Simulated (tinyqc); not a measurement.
Minority carriers and saturation current of a heavily doped emitter: one step of the calculation.

n-type, parabolic bands, full ionisation. eta = (EF - Ec)/kB T solves N = Nc F12(eta), F12(x) = (2/sqrt(pi)) int_0^infinity sqrt(u)/(1 + exp(u - x)) du. The gap shrinks rigidly by dEg = a3 y^(1/3) + a4 y^(1/4) + a2 y^(1/2), y = N/1e18 cm^-3, an empirical law that is here taken as the true narrowing.

Problem. Fermi level. Newton step on ln F12(eta) = ln(N/Nc): eta(new) = eta - ln(Nc F12/N) F12/Fm, Fm(x) = dF12/dx = (1/sqrt(pi)) int_0^infinity u^(-1/2)/(1 + exp(u - x)) du.

Parameters, values chosen for the exercise:

| symbol | value | unit | meaning |
|---|---|---|---|
| Nc | 4.31e19 | cm^-3 | conduction-band density of states at 400 K |
| N | 7.3e18 | cm^-3 | ionised donor density |

eta at the start (Boltzmann value) = -1.7756

Find: F12; Fm; eta after iteration 1.

Solution.

F12 = 0.16008
Fm = 0.15154
eta after iteration 1 = -1.7160

Range of the model: Band tails, non-parabolic bands and incomplete ionisation are left out.

Program tinyqc, `OMP_NUM_THREADS=1 python tinyqc.py 2330002 2330003 out.jsonl`; Intel Xeon 2.30GHz, shared host, one thread, about 0.01 s.
